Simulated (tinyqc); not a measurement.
Single-junction solar cell, detailed-balance limit: two steps of the calculation.

Every photon above the gap Eg makes one pair and none below is absorbed; carriers thermalise at T and move without loss. Jsc = q fs X Phi(Eg, Ts); the dark current is J0 = q ge Phi(Eg, T)/ERE with the Boltzmann factor exp(V/Vt). The efficiency is the electrical power over fs X sigma Ts^4.

Values chosen for this exercise: cell temperature T = 298 K; external radiative efficiency ERE = 0.0001; band gap Eg = 2.05 eV.

Constants: q = 1.602176634e-19 C, kB = 1.380649e-23 J/K, Vt = kB T/q. Results are converted to the units shown.

Problem 1. Maximum power point by Newton steps. With v = V/Vt the power is largest where f = (1 + v) exp(v) - 1 - Jsc/J0 vanishes; f' = (2 + v) exp(v), v(new) = v - f/f'.

v at the start = 60.77
Jsc = 184.93385 mA/cm^2
J0 = 7.4989971e-25 mA/cm^2

Give: f; f'; v after iteration 1.

Solution 1.

f = 1.4989e28
f' = 1.5482e28
v after iteration 1 = 59.802

Problem 2. Voltages, fill factor and efficiency. Voc = Vt ln(1 + Jsc/J0), Vmp = v Vt, Jmp = Jsc - J0 (exp(v) - 1), FF = Vmp Jmp/(Voc Jsc), efficiency Vmp Jmp/Pin.

v = 56.714350
Jsc = 184.93385 mA/cm^2
J0 = 7.4989971e-25 mA/cm^2
Pin = 1348.2034 mW/cm^2

Give: Voc; Eg/q - Voc; Vmp; Jmp; FF; efficiency.

Solution 2.

Voc = 1.561 V
Eg/q - Voc = 0.4895 V
Vmp = 1.456 V
Jmp = 181.7 mA/cm^2
FF = 0.9171
efficiency = 19.63 %

Of the voltage deficit, Vt ln(1/ERE) = 237 mV is due to non-radiative recombination.

Computed by the program tinyqc: `OMP_NUM_THREADS=1 python tinyqc.py 2820028 2820029 out.jsonl`, one thread of a shared Intel Xeon 2.30GHz, about 0.01 s for the whole run.
